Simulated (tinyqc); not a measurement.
Inside a calculation. Model: switching kinetics of a ferroelectric film and the memory window of a ferroelectric gate stack. Computed by tinyqc, a small Python program that keeps every step. Command: `OMP_NUM_THREADS=1 python tinyqc.py 3031418 3031419 out.jsonl feswitch walk`. One thread of a shared host (Intel(R) Xeon(R) Processor @ 2.30GHz), about 0.02 s of CPU time with the checks. Intermediate numbers are printed to about 7 digits and carried at full precision; extremes and crossings named in words are read from the listed rows.

Fields in MV/cm; 1 microcoulomb/cm^2 over eps_0 is 11.29409 MV/cm. In the stack (metal, ferroelectric, interlayer, channel) the channel is taken as a conductor.

Inputs (values chosen for the exercise, for a model hafnia-based film): saturation polarisation P_s = 13 microcoulomb/cm^2; ratio P_r/P_s = 0.78; coercive field E_c = 1.1 MV/cm; permittivity of the ferroelectric eps_F = 40; thickness t_F = 5.6 nm; permittivity of the interlayer eps_I = 7.5; interlayer thickness t_I = 1.5 nm; share s of P screened by trapped charge = 0.91; pulse height V = 3.6 V; time constant t_inf = 8.7e-10 s; activation field E_a = 7.4 MV/cm; Merz exponent alpha = 1; dimension n = 2; half width w of log10 t = 0.65; pulse length t_p = 1.5e-08 s; breakdown field of the interlayer = 15 MV/cm.

Kinetics: nucleation-limited (NLS).

## The hysteresis loop

Saturated branches: P(E) = P_s tanh[(E -/+ E_c)/(2 delta)], delta = E_c/ln[(1 + P_r/P_s)/(1 - P_r/P_s)]; D = P + eps_0 eps_F E.

delta = 0.5261292 MV/cm

P on both branches (microcoulomb/cm^2) at E/E_c = -3, -2, -1, -0.5, 0, 0.5, 1, 1.5, 2, 3:
```
E (MV/cm)  rising branch  falling branch
-3.30          -12.99393       -12.60880
-2.20          -12.95100       -10.14000
-1.10          -12.60880         0.00000
-0.55          -11.91731         6.23701
0.00           -10.14000        10.14000
0.55            -6.23701        11.91731
1.10             0.00000        12.60880
1.65             6.23701        12.86112
2.20            10.14000        12.95100
3.30            12.60880        12.99393
```

peak differential permittivity eps_F + P_s/(2 delta eps_0) = 179.5315

## Memory window

At threshold the channel charge is negligible, so D = 0 on each branch: (1 - s) P(E) + eps_0 eps_F E = 0, with the screened share s. The rising branch has the root E0 between 0 and E_c; window = 2 E0 t_F; its upper bound is 2 E_c t_F.

field E0 = 0.2250603 MV/cm

memory window = 0.2520675 V

bound 2 E_c t_F = 1.232 V

fixed-charge estimate 2 (1 - s) P_r t_F/(eps_0 eps_F) = 0.2885956 V

The window is limited by the unscreened charge and lies near the fixed-charge estimate.

## Fields in the stack

Series stack: V = E_F t_F + E_I t_I and eps_I E_I = eps_F E_F + (1 - s) P/eps_0. Before switching P = -P_r, after it P = +P_s; in retention V = 0 and P = +P_r.

E_F before switching = 2.798632 MV/cm

E_F after switching = 2.452734 MV/cm

E_I after switching = 14.84313 MV/cm

depolarising field in retention = 0.1515733 MV/cm

depolarising field over E_c = 0.1377939

The interlayer reaches 99 % of its breakdown field.

## Switched share after the pulse

Merz's law: t1 = t_inf exp[(E_a/E)^alpha] at the mean of the fields before and after switching. NLS: switched share = integral of [1 - exp(-(t/tau)^n)] F(z) dz over z = log10 tau, with the Lorentzian F = (1/pi) w/[(z - log10 t1)^2 + w^2].

mean field = 2.625683 MV/cm

switching time t1 = 1.457128e-08 s

switched share = 0.5553566

t_p is 1.0 t1. A field higher by 10 % would shorten t1 by a factor 1.3. The step approximation 1/2 + arctan[log10(t_p/t1)/w]/pi gives 0.506.

## KAI against NLS in time

KAI: 1 - exp[-(t/t1)^n]. NLS: the same kernel averaged over the Lorentzian F = (1/pi) w/[(z - log10 t1)^2 + w^2] in z = log10 tau.

Switched share:
```
log10(t/t1)       KAI        NLS
-3.0         0.000001  0.0714992
-2.0         0.000100  0.1087177
-1.0         0.009950  0.2147501
-0.5         0.095163  0.3464671
-0.2         0.328410  0.4637452
0.0          0.632121  0.5499671
0.2          0.918885  0.6319282
0.5          0.999955  0.7306739
1.0          1.000000  0.8275558
2.0          1.000000  0.9042386
3.0          1.000000  0.9342780
```

KAI goes from 10 to 90 % within 0.67 decades of time; a Lorentzian of this width needs about 2 w tan(0.4 pi) = 4.0 decades. Three decades after t1, 6.6 % of the NLS film has not switched, and three decades before it 7.1 % already has: the tails set write margins and disturb errors.

## Interlayer thickness

Series stack: V = E_F t_F + E_I t_I and eps_I E_I = eps_F E_F + (1 - s) P/eps_0. E_I is for P = +P_s at the pulse height, the depolarising field for P = +P_r at V = 0; V needed puts E_F = 1.5 E_c after switching.

Stack against t_I:
```
t_I (nm)  E_F after (MV/cm)  E_I (MV/cm)  depolarising field / E_c  V needed (V)
0.3                4.926588     28.03702                 0.0520555      1.240856
0.5                4.248273     24.41934                 0.0755644      1.452094
0.8                3.505794     20.45944                 0.1012972      1.768950
1.2                2.823812     16.82221                 0.1249332      2.191425
1.6                2.347712     14.28301                 0.1414338      2.613901
2.0                1.996490     12.40983                 0.1536064      3.036376
3.0                1.421961      9.34567                 0.1735183      4.092563
```

Each nanometre of interlayer costs 1.06 V, against 0.17 V for a nanometre of ferroelectric. The depolarising field grows from 0.05 to 0.17 E_c. At E_F = 1.5 E_c the interlayer carries (1.5 eps_F E_c + (1 - s) P_s/eps_0)/eps_I = 10.6 MV/cm whatever its thickness. Caution: rows with E_I above the breakdown field of the interlayer cannot be reached without charge injection.

Checks made by the program: the remanence (relative difference below 1e-10).
